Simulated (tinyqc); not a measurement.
Inside a calculation. Model: composition and strain of an epitaxial Si(1-x)Ge(x) layer from Raman and X-ray peaks. Computed by tinyqc, a small Python program that keeps every step. Command: `OMP_NUM_THREADS=1 python tinyqc.py 3020990 3020991 out.jsonl epiraman walk`. One thread of a shared host (Intel(R) Xeon(R) Processor @ 2.30GHz), about 0.01 s of CPU time with the checks. Intermediate numbers are printed to about 6 digits and carried at full precision; extremes and crossings named in words are read from the listed rows.

A (001) layer, biaxially strained in the plane. The Raman peaks follow empirical lines omega = w0 + c1 x + c3 x^3 + b eps (c3 for Si-Ge alone), with eps the in-plane strain.

Inputs (values chosen for the exercise, modelled on silicon-germanium): Ge fraction x = 0.12; degree of relaxation R = 0.23; lattice constant of Si = 5.431 angstrom; lattice constant of Ge = 5.658 angstrom; bowing B = 0.027 angstrom; 2 C12/C11 of Si = 0.773; 2 C12/C11 of Ge = 0.745; Si-Si: w0 = 521 1/cm; Si-Si: c1 = -63.8 1/cm; Si-Si: strain coefficient b = -729 1/cm; Si-Ge: w0 = 400.4 1/cm; Si-Ge: c1 = 24.5 1/cm; Si-Ge: c3 = -30.9 1/cm; Si-Ge: strain coefficient b = -537 1/cm; Ge-Ge: w0 = 280.6 1/cm; Ge-Ge: c1 = 19.8 1/cm; Ge-Ge: strain coefficient b = -476 1/cm; uncertainty of a Raman peak = 0.05 1/cm; X-ray wavelength = 1.540598 angstrom.

Substrate: germanium. Pair of peaks used: Si-Si and Ge-Ge.

## Lattice constants and strain

Relaxed lattice constant a(x) = a_Si + (a_Ge - a_Si) x - B x (1 - x). In-plane constant a_par = a_sub + R (a(x) - a_sub); eps = a_par/a(x) - 1; eps_perp = -(2 C12/C11) eps with 2 C12/C11 linear in x; a_perp = a(x) (1 + eps_perp).

relaxed constant a(x) = 5.45539 angstrom

substrate constant a_sub = 5.658 angstrom

a_par = 5.61140 angstrom

in-plane strain eps = 28.5975 per mille

strain along the normal = -22.0098 per mille

a_perp = 5.33532 angstrom

The layer is under tension in the plane and is shortened along the normal. Caution: strains above 2 % survive only in layers a few nanometres thick, and the linear relations lose accuracy.

## Raman peaks

Insert x and eps in the three lines; the strain part is b eps.

Si-Si peak = 492.496 1/cm

Si-Ge peak = 387.930 1/cm

Ge-Ge peak = 269.364 1/cm

strain parts (1/cm): Si-Si -20.8476, Si-Ge -15.3569, Ge-Ge -13.6124

Read as unstrained, the Si-Si peak would give x = 0.447 in place of 0.12. Caution: near either end one of the like-atom peaks is weak, since its intensity follows the number of such bonds.

## X-ray (004) reflection

Bragg angle theta = arcsin(2 lambda/a) for (004), for the substrate with a_sub and the layer with a_perp; separation in arc seconds.

theta of the substrate = 32.9955 degree

theta of the layer = 35.2756 degree

separation, layer less substrate = 8208.18 arcsec

## Back from two peaks to composition and strain

Unknowns x and eps (per mille). Newton steps: J d = (measured - model), J = [d omega/dx, d omega/d eps] for the two peaks; start at x = 0.5, eps = 0; stop when |d| < 1e-9. The peaks are rounded to 0.001 per cm; R = (a(x)(1 + eps) - a_sub)/(a(x) - a_sub).

peaks used (1/cm): Si-Si 492.496, Ge-Ge 269.364

Iterations:
```
step         x  eps (per mille)  residual 1 (1/cm)  residual 2 (1/cm)
0     0.500000           0.0000              3.396            -21.136
1     0.120011          28.5971              0.000              0.000
```

recovered x = 0.120011

recovered eps = 28.5971 per mille

recovered R = 0.23

## Which pair of peaks is best

For each pair invert J = [d omega/dx, d omega/d eps] at the true x. Independent errors of the given size in both peaks give sigma_x and sigma_eps = uncertainty x (norm of the rows of the inverse of J).

Error propagation:
```
pair                 det J      sigma_x  sigma_eps (per mille)
Si-Si and Si-Ge    51.1480  8.85112e-04              0.0663519
Si-Si and Ge-Ge     44.803  9.71633e-04              0.0745506
Si-Ge and Ge-Ge  -0.393997    0.0910662                3.86728
```

The pair Si-Si and Si-Ge fixes x best (sigma_x = 8.9e-4) and Si-Ge and Ge-Ge worst (0.091), a factor 100. Strain moves all peaks the same way, so a good pair needs different ratios of composition slope to strain coefficient, best of opposite sign; the slopes here are -63.8, 23.2 and 19.8 per cm for Si-Si, Si-Ge and Ge-Ge. Errors in the coefficients themselves are not counted.

## Relaxation at fixed composition

(004) Bragg angle theta = arcsin(2 lambda/a), with a = a_perp for the layer and a_sub for the substrate; separation = layer less substrate. The apparent x is the one that a fully strained layer (R = 0) would need to give the same a_perp.

Signatures; columns: (1) R; (2) eps (per mille); (3) Si-Si (1/cm); (4) Ge-Ge (1/cm); (5) a_perp (angstrom); (6) (004) separation (arcsec); (7) apparent x if R = 0 is assumed:
```
(1)       (2)      (3)      (4)      (5)      (6)       (7)
0.00  37.1396  486.269  265.298  5.29945  9197.36  0.120000
0.15  31.5687  490.330  267.949  5.32284  8550.35  0.182593
0.30  25.9978  494.392  270.601  5.34623  7910.42  0.244326
0.50  18.5698  499.807  274.137  5.37742  7067.97  0.325364
0.70  11.1419  505.222  277.672  5.40861  6237.60  0.405020
0.85   5.5709  509.283  280.324  5.43200  5622.57  0.463901
1.00   0.0000  513.344  282.976  5.45539  5014.06  0.522074
```

Full relaxation moves the Si-Si peak by +27.07 per cm and shrinks the X-ray separation to 55 % of its strained value, about 1/(1 + 2 C12/C11). A symmetric reflection alone cannot part x from R: a relaxed layer read as strained gives x = 0.522 in place of 0.12. An asymmetric reflection or a second peak is needed.

Checks made by the program: recovered composition (relative difference 9e-05).
